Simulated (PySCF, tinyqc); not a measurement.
FCI on RHF in the sto-6g basis, for H4, spin multiplicity 1, step by step. The lowest restricted solution is unstable here: a spin-polarised one lies 0.0578 hartree lower (PySCF). One step of it, computed by the program tinyqc.

Question. Iteration 2 (converged): orbitals. Diagonalise F' = X^T F X, C = X C', fill 2 alpha and 2 beta electrons from the bottom; D = 2 C_occ C_occ^T. Each column has its largest component positive (the first on a tie).

converged F (hartree):
```
,1H 1s,2H 1s,3H 1s,4H 1s
1H 1s,-0.413794,-0.614463,-0.454986,-0.420123
2H 1s,-0.614463,-0.413794,-0.420123,-0.454986
3H 1s,-0.454986,-0.420123,-0.413794,-0.614463
4H 1s,-0.420123,-0.454986,-0.614463,-0.413794
```

X:
```
,1,2,3,4
1H 1s,1.030858,0.643438,0.602062,0.318065
2H 1s,-1.030858,-0.643438,0.602062,0.318065
3H 1s,-1.030858,0.643438,-0.602062,0.318065
4H 1s,1.030858,-0.643438,-0.602062,0.318065
```

Give: F' = X^T F X; orbital energies; coefficients C; D after iteration 2.

Answer.

F' = X^T F X (hartree):
```
,1,2,3,4
1,1.0012,0.0000,0.0000,0.0000
2,0.0000,0.2746,0.0000,0.0000
3,0.0000,0.0000,-0.2221,0.0000
4,0.0000,0.0000,0.0000,-0.7702
```

orbital energies (hartree): MO1 -0.7702, MO2 -0.2221, MO3 0.2746, MO4 1.0012

coefficients C:
```
,MO1,MO2,MO3,MO4
1H 1s,0.3181,0.6021,0.6434,1.0309
2H 1s,0.3181,0.6021,-0.6434,-1.0309
3H 1s,0.3181,-0.6021,0.6434,-1.0309
4H 1s,0.3181,-0.6021,-0.6434,1.0309
```

D after iteration 2:
```
,1H 1s,2H 1s,3H 1s,4H 1s
1H 1s,0.9273,0.9273,-0.5226,-0.5226
2H 1s,0.9273,0.9273,-0.5226,-0.5226
3H 1s,-0.5226,-0.5226,0.9273,0.9273
4H 1s,-0.5226,-0.5226,0.9273,0.9273
```
